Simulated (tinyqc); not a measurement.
# Carrier lifetime of a p-type layer with SRH, radiative, Auger and surface recombination: effect of the temperature at dn = 1e17 cm^-3

Uniform excess density dn = dp (no trapping), n = n0 + dn, p = p0 + dn, Boltzmann statistics, full ionisation. Surfaces enter as a rate 2 S dn/d, which holds while diffusion to them is fast.

Nc and Nv are given at 300 K and scale as (T/300 K)^1.5; all else is held fixed. ni = sqrt(Nc Nv) exp(-Eg/(2 Vt)), Eg in volts; majority density N/2 + sqrt(N^2/4 + ni^2), n0 p0 = ni^2; n1 = Nc exp(-Et/Vt), p1 = Nv exp((Et - Eg)/Vt); tn0 = 1/(sn vth Nt), tp0 = 1/(sp vth Nt). With e = n p - ni^2 = dn (n0 + p0 + dn): U_SRH = e/(tp0 (n + n1) + tn0 (p + p1)), U_rad = B e, U_Aug = (Cn n + Cp p) e, U_s = 2 S dn/d. Each tau is dn over its rate; tau = dn/U with U the sum. Here dn = 1e17 cm^-3.

Parameters, values chosen for the exercise; band and dielectric values those of a made-up semiconductor: band gap Eg = 1.27 eV; conduction-band density of states at the reference temperature Nc = 4.53e17 cm^-3; valence-band density of states at the reference temperature Nv = 1.06e19 cm^-3; radiative coefficient B = 8.63e-10 cm^3/s; acceptor density N = 8.9e16 cm^-3; Auger coefficient (two electrons) Cn = 1.9e-30 cm^6/s; Auger coefficient (two holes) Cp = 3.4e-30 cm^6/s; trap density Nt = 3.7e11 cm^-3; capture cross-section for electrons sn = 6e-14 cm^2; capture cross-section for holes sp = 5e-15 cm^2; thermal velocity (both carriers) vth = 1.5e7 cm/s; trap level below the conduction band Et = 0.53 eV; surface recombination velocity (both faces) S = 40 cm/s; sample thickness d = 2 um.

Constants: q = 1.602176634e-19 C, kB = 1.380649e-23 J/K, Vt = kB T/q. Results are converted to the units shown.

The same in every row: tau_rad (s) = 6.131e-9; tau_Aug (s) = 6.355e-6; tau_s (s) = 2.500e-6; tau (s) = 6.108e-9; radiative share (%) = 99.63.

Effect of the temperature at dn = 1e17 cm^-3:
```
T (K)	tau_SRH (s)	largest path
200	2.207e-5	radiative
240	2.207e-5	radiative
280	2.207e-5	radiative
320	2.207e-5	radiative
360	2.207e-5	radiative
400	2.207e-5	radiative
440	2.207e-5	radiative
480	2.207e-5	radiative
```

What does the comparison show?

Radiative recombination leads at T = 200 and in all other rows. tau_SRH stays near 2.21e-5 s and the total lifetime stays near 6.11e-9 s.

Numbers from tinyqc (`OMP_NUM_THREADS=1 python tinyqc.py 2300009 2300010 out.jsonl`; about 0.01 s on one thread of a shared Intel Xeon 2.30GHz).
